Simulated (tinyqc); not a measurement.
Grain growth, pinning, strength and diffusional creep of a polycrystal or thin film: one step, computed by the program tinyqc.

One mean grain size d describes the structure.

Task: Diffusional creep at T_c. Nabarro-Herring rate = 14 sigma Omega D_l/(k_B T d^2), D_l = D0 exp(-Q_l/(k_B T)); Coble rate = 14 pi sigma Omega delta D_b/(k_B T d^3), delta D_b = delta D0b exp(-Q_b/(k_B T)); they are equal at d_x = pi delta D_b/D_l.

Inputs (values chosen for the exercise, modelled on nickel):

| quantity | value | unit |
|---|---|---|
| atomic volume Omega | 10.94 | angstrom^3 |
| anneal temperature T | 765 | K |
| lattice diffusion energy Q_l | 2.79 | eV |
| boundary diffusion energy Q_b | 1.15 | eV |
| lattice prefactor D0 | 0.00016 | m^2/s |
| boundary prefactor delta D0b | 8.5e-15 | m^3/s |
| applied stress sigma | 41 | MPa |
| service temperature T_c | 587 | K |

grain size d = 101.5215 nm

Constants: k_B = 1.380649e-23 J/K; k_B = 8.617333262e-05 eV/K.

Give: Nabarro-Herring rate; Coble rate; crossover size d_x; time to 1 % strain.

Result:

Nabarro-Herring rate = 1.337e-14 1/s

Coble rate = 0.002646 1/s

crossover size d_x = 2.009e+10 micrometre

time to 1 % strain = 3.779 s

Boundary diffusion carries the creep, by a factor 2.0e11.
